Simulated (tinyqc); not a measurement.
Worked calculation: surface photovoltage measurement of the minority-carrier diffusion length in a wafer. Computed by tinyqc, a small Python program that keeps every step. Command: `OMP_NUM_THREADS=1 python tinyqc.py 3130170 3130171 out.jsonl spv walk`. One thread of a shared host (Intel(R) Xeon(R) Processor @ 2.30GHz), about 0.01 s of CPU time with the checks. Intermediate numbers are printed to about 7 digits and carried at full precision; extremes and crossings named in words are read from the listed rows.

Low injection, steady light, a depletion layer much thinner than 1/alpha and L. The excess density dn is taken at the front edge of the neutral region; light that reaches the back is lost.

Inputs (values chosen for the exercise, modelled on p-type silicon at room temperature): diffusion length L = 220 micrometre; wafer thickness W = 725 micrometre; diffusivity D = 29.4 cm^2/s; front recombination velocity S_f = 2500 cm/s; back recombination velocity S_b = 70000 cm/s; photon flux entering = 7.6e+12 1/(cm^2 s); minority density at the surface barrier scale n_0 = 2.9e+08 1/cm^3; temperature T = 298 K; wavelength = 883 nm; relative noise of each reading = 0.5 %; diffusion length after pair splitting over L = 0.79; iron factor C = 1.04e+16 micrometre^2/cm^3.

Constants: k_B = 8.617333262e-05 eV/K.

## One wavelength

alpha = (84.732/lambda - 76.417)^2 per cm with lambda in micrometre (an empirical fit for silicon between 0.7 and 1.05 micrometre). Thick wafer: dn = Phi L/((S_f + D/L)(L + 1/alpha)). Finite wafer, with s = S_b L/D, w = W/L, a = alpha L: dn = [Phi a/(a^2 - 1)] [a - B - exp(-alpha W)(a - s)/(cosh w + s sinh w)]/(S_f + B D/L), B = (sinh w + s cosh w)/(cosh w + s sinh w). Photovoltage V = (k_B T/e) ln(1 + dn/n_0). Lifetime = L^2/D.

alpha = 381.8987 1/cm

penetration depth 1/alpha = 26.18495 micrometre

dn, thick wafer = 1.770333e+09 1/cm^3

B = 1.002646

dn, finite wafer = 1.768070e+09 1/cm^3

photovoltage V = 50.32296 mV

lifetime = 16.46259 microsecond

Caution: dn is not small against n_0, so V is not linear in the flux; the constant-flux reading then needs dn, not V.

## The linear plot

normal deviates g for the noise: [-0.12, -1.08, 1.96, -0.82, 1.21, 0.58, -0.21]

Readings y = (Phi/dn) (1 + noise x g) at 780, 830, 880, 920, 950, 975 and 995 nm; a least-squares line y = c (1/alpha + L_app) gives L_app = intercept/slope.

Readings:
```
lambda (nm)  1/alpha (micrometre)  y (cm/s)  line (cm/s)
780                        9.6364  4006.176     4011.019
830                       15.1760  4083.418     4108.778
880                       25.3298  4325.462     4287.968
920                       40.6576  4533.608     4558.465
950                       61.2783  4944.210     4922.369
975                       90.9173  5452.587     5445.422
995                      130.8877  6139.359     6150.799
```

slope = 17.64749 cm/(s micrometre)

apparent length L_app = 217.6491 micrometre

error of L_app (rounded to 0.001) = -1.069 %

Without noise the error would be -1.0 %, from the finite thickness at W/L = 3.3. S_f scales all readings alike and leaves L_app unchanged.

## Where the wafer is too thin

No noise; L is varied at fixed W, and the last two columns set S_b to 0 and to 1e7 cm/s.

Apparent length (micrometre):
```
L            W/L  given S_b   S_b = 0  S_b = 1e7
36.2    20.02762    36.2000     36.20    36.2000
72.5    10.00000    72.4999     72.50    72.4999
145.0    5.00000   144.8842    145.10   144.8778
218.0    3.32569   215.9024    220.03   215.8242
362.0    2.00276   335.0241    390.22   334.4332
580.0    1.25000   446.3965    746.06   444.7172
942.0    0.76964   524.9524   1634.22   522.1144
1520.0   0.47697   564.4842   3724.45   560.9377
2900.0   0.25000   584.8824  10443.80   580.9371
```

With a fast back surface L_app levels off, at 581 micrometre in the last row; with a passive one it reaches up to 3.60 times L among these rows and is 10400 in the last. All three columns are within 5 % of L down to W/L = 3.3.

## Iron from two lengths

Splitting iron-boron pairs in boron-doped silicon shortens L; with nothing else changing, [Fe] = C (1/L_after^2 - 1/L^2). It is evaluated with the true lengths and with the apparent ones (without noise), which differ when the wafer is not thick against L.

L_after = 173.8 micrometre

[Fe] from the true lengths = 1.294214e+11 1/cm^3

[Fe] from the apparent lengths = 1.268755e+11 1/cm^3

bias, apparent over true less 1 (rounded to 0.001) = -1.967 %

Checks made by the program: dn against a finite-difference solution (relative difference 5e-06).
